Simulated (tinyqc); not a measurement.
Lattice vibrations of a chain, step by step. Computed by tinyqc, a small Python program that keeps every step. Command: `OMP_NUM_THREADS=1 python tinyqc.py 27556 27557 out.jsonl` (the two numbers bound the seeds that draw the settings). One thread of a shared host (Intel(R) Xeon(R) Processor @ 2.60GHz), about 0.01 s of CPU time with the checks.

## Dynamical matrix at q = 0.1

A chain moving along its axis:
```
atom  mass (u)  spring to the next atom (eV/angstrom^2)
1       3.9000                                  15.2000
2     106.5000                                  29.1000
3     110.5000                                  18.4000
4       8.0000                                  27.4000
```

q is in units of 2 pi/a. A spring k from atom i to atom j, n cells on, adds k to Phi_ii and Phi_jj, -k exp(2 pi i q n) to Phi_ij and the conjugate to Phi_ji (for one atom a cell: 2k (1 - cos 2 pi q n)); D_ij = Phi_ij / sqrt(m_i m_j).

D(q) (eV/(angstrom^2 u)):
$$\begin{pmatrix}
10.9231 & -0.7458 & 0.0000 & -3.9685+2.8833i \\
-0.7458 & 0.4160 & -0.2682 & 0.0000 \\
0.0000 & -0.2682 & 0.4299 & -0.6189 \\
-3.9685-2.8833i & 0.0000 & -0.6189 & 5.7250
\end{pmatrix}$$

## Frequencies

omega^2 are the eigenvalues; wavenumber = 521.4708 sqrt(eigenvalue) 1/cm.

eigenvalues: [0.0089, 0.6398, 2.9315, 13.9137]

wavenumbers (1/cm): [49.2, 417.1, 892.8, 1945.1]

weights |e|^2 of the mass-weighted modes, order atom 1, atom 2, atom 3, atom 4:
$$\begin{pmatrix}
0.0161 & 0.0022 & 0.2494 & 0.7324 \\
0.4662 & 0.5140 & 0.0175 & 0.0023 \\
0.4845 & 0.4766 & 0.0383 & 0.0006 \\
0.0332 & 0.0073 & 0.6948 & 0.2647
\end{pmatrix}$$

## Dispersion and heat capacity

C/k_B per atom = mean over q = (j + 1/2)/80, j = 0..39 and all branches of y^2 e^y/(e^y - 1)^2, y = hc wavenumber / k_B T.

Wavenumbers (1/cm):
```
q       branch 1  branch 2  branch 3   branch 4
0.0000    0.0000  420.9686  892.3666  1945.1521
0.0625   30.8777  419.4407  892.5587  1945.1489
0.1250   61.1838  414.9726  893.1039  1945.1398
0.1875   90.2792  407.9217  893.9143  1945.1262
0.2500  117.3713  398.9260  894.8618  1945.1102
0.3125  141.3950  388.9823  895.8003  1945.0941
0.3750  160.8733  379.5505  896.5891  1945.0805
0.4375  173.8878  372.5560  897.1127  1945.0715
0.5000  178.5151  369.9337  897.2960  1945.0683
```

Heat capacity:
```
T (K)  C/k_B per atom
20             0.0469
50             0.1245
100            0.2262
200            0.3836
300            0.4961
600            0.7051
1200           0.8841
```

zero-point energy per atom = 51.8510 meV
